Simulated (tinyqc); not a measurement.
# Thin-film transistor with exponential tail and deep states, accumulation layer: what changes with what

An undoped film in accumulation, thicker than the space-charge layer. With band bending psi the Fermi level lies E0 - psi below the band edge. Free electrons n = n0 exp(psi/Vt) carry the current; electrons in two exponential distributions of traps, a = a0 exp(psi/Va) and d = d0 exp(psi/Vp), do not. Linear regime, ohmic contacts, traps in equilibrium.

Parameters, values chosen for the exercise; values close to those of amorphous indium gallium zinc oxide: temperature T = 300 K; relative permittivity of the semiconductor eps_r = 10; density of extended states Nc = 5.7e18 cm^-3; band mobility mb = 21 cm^2/(V s); total density of tail states Nt = 3.6e18 cm^-3; characteristic temperature of the tail Tt = 380 K; total density of deep states Nd = 7.3e16 cm^-3; characteristic temperature of the deep states Td = 1480 K; bulk Fermi level below the band edge E0 = 0.54 eV; gate capacitance Ci = 100 nF/cm^2; ratio W/L WL = 20; drain voltage Vd = 0.1 V; gate voltage above flat band Vg = 2 V.

Constants: q = 1.602176634e-19 C, kB = 1.380649e-23 J/K, Vt = kB T/q, eps0 = 8.8541878128e-14 F/cm where lengths are in cm. Results are converted to the units shown.

Each table varies one quantity; the others keep the values above.

## Effect of the gate capacitance

Va = kB Tt/q, Vp = kB Td/q; n0 = Nc exp(-E0/Vt), a0 = Nt th(T/Tt) exp(-E0/Va), d0 = Nd th(T/Td) exp(-E0/Vp), th(x) = pi x/sin(pi x). G(psi) = sum over the three kinds of c0 [V (exp(psi/V) - 1) - psi], field F = sqrt(2 q G/(eps0 eps_r)); Vg = psi + eps0 eps_r F/Ci at the surface. Total charge Q = Ci (Vg - psi_s); free charge Qf = q times the integral of n0 (exp(psi/Vt) - 1)/F over psi from 0 to psi_s; I = (W/L) mb Qf Vd; effective mobility mb Qf/Q.

Result of one run:
```
Ci (nF/cm^2),E0 - psi_s (eV),Q (nC/cm^2),free share (%),effective mobility (cm^2/(V s)),I (nA)
31,0.1455,49.77,4.188,0.8795,87.54
```

What becomes of these results when the gate capacitance Ci is changed from 31 to 120 nF/cm^2, all else the same?

Result of the changed run:
```
Ci (nF/cm^2),E0 - psi_s (eV),Q (nC/cm^2),free share (%),effective mobility (cm^2/(V s)),I (nA)
120,0.05380,181.7,12.52,2.629,955.1
```

The whole series:
```
Ci (nF/cm^2),E0 - psi_s (eV),Q (nC/cm^2),free share (%),effective mobility (cm^2/(V s)),I (nA)
20,0.1821,32.84,2.199,0.4617,30.33
31,0.1455,49.77,4.188,0.8795,87.54
49,0.1122,77.04,6.708,1.409,217.0
77,0.08199,118.7,9.507,1.996,474.1
120,0.05380,181.7,12.52,2.629,955.1
190,0.02551,282.2,15.92,3.344,1887
```

As Ci goes from 20 to 190 nF/cm^2, the free share rises from 2.20 to 15.9 %, the distance of the Fermi level from the edge falls from 0.182 to 0.0255 eV and the current rises from 30.3 to 1890 nA. At Ci = 190 nF/cm^2 the surface Fermi level is within 2 Vt of the band edge, where the exponential forms fail. In every row the th form, which assumes a Fermi level far below the edge, overcounts the filled tail at the surface by more than 15 %.

## Effect of the characteristic temperature of the tail

Same model as above.

Result of one run:
```
Tt (K),E0 - psi_s (eV),Q (nC/cm^2),free share (%),effective mobility (cm^2/(V s)),I (nA)
420,0.06387,152.4,11.47,2.409,734.1
```

What becomes of these results when the characteristic temperature of the tail Tt is changed from 420 to 580 K, all else the same?

Result of the changed run:
```
Tt (K),E0 - psi_s (eV),Q (nC/cm^2),free share (%),effective mobility (cm^2/(V s)),I (nA)
580,0.07234,153.2,7.345,1.542,472.7
```

The whole series:
```
Tt (K),E0 - psi_s (eV),Q (nC/cm^2),free share (%),effective mobility (cm^2/(V s)),I (nA)
380,0.06525,152.5,11.25,2.362,720.6
420,0.06387,152.4,11.47,2.409,734.1
460,0.06462,152.5,10.79,2.266,690.9
500,0.06651,152.7,9.727,2.043,623.6
540,0.06915,152.9,8.535,1.792,548.1
580,0.07234,153.2,7.345,1.542,472.7
620,0.07596,153.6,6.227,1.308,401.7
660,0.07994,154.0,5.214,1.095,337.3
```

As Tt goes from 380 to 660 K, the free share goes from 11.2 through a maximum of 11.5 (at Tt = 420 K among the rows listed) to 5.21 %, the distance of the Fermi level from the edge goes from 0.0653 through a minimum of 0.0639 (at Tt = 420 K among the rows listed) to 0.0799 eV and the current goes from 721 through a maximum of 734 (at Tt = 420 K among the rows listed) to 337 nA. Q varies by only 1.1 %: the gate sets the charge, the traps decide how much of it moves. For Tt = 380 to 620 K the th form, which assumes a Fermi level far below the edge, overcounts the filled tail at the surface by more than 15 %.

## Transfer curve

Same model as above.

The last column is d ln I/d ln Vg.

Transfer curve:
```
Vg (V),E0 - psi_s (eV),Q (nC/cm^2),free share (%),effective mobility (cm^2/(V s)),I (nA),exponent
0.08,0.4822,2.224,0.003714,7.800e-4,0.003470,1.757
0.13,0.4475,3.750,0.006048,0.001270,0.009526,2.494
0.21,0.3943,6.434,0.01590,0.003340,0.04297,3.931
0.35,0.3101,12.01,0.1100,0.02309,0.5548,6.062
0.57,0.2136,24.36,1.138,0.2390,11.64,5.654
0.92,0.1417,52.17,4.442,0.9328,97.32,3.403
1.5,0.09035,105.0,8.686,1.824,383.2,2.360
2.5,0.04732,200.7,13.26,2.785,1118,1.892
4,0.01244,347.2,17.63,3.702,2571,1.671
```

Read the table: what changes, and by how much?

The current rises from 0.00347 to 2570 nA and the free share rises from 0.00371 to 17.6 %; the exponent goes from 1.76 through a maximum of 6.06 (at Vg = 0.35 V among the rows listed) to 1.67. If one kind of trap held all the charge, I would go as Q^(2 Tx/T - 1): 8.87 for the deep states, 1.53 for the tail and 1 for free electrons alone. For Vg = 2.5 to 4 V the surface Fermi level is within 2 Vt of the band edge, where the exponential forms fail. For Vg = 0.57 to 4 V the th form, which assumes a Fermi level far below the edge, overcounts the filled tail at the surface by more than 15 %.

tinyqc, about 0.02 s, one thread, Intel Xeon 2.30GHz (shared host): `OMP_NUM_THREADS=1 python tinyqc.py 2610064 2610065 out.jsonl`
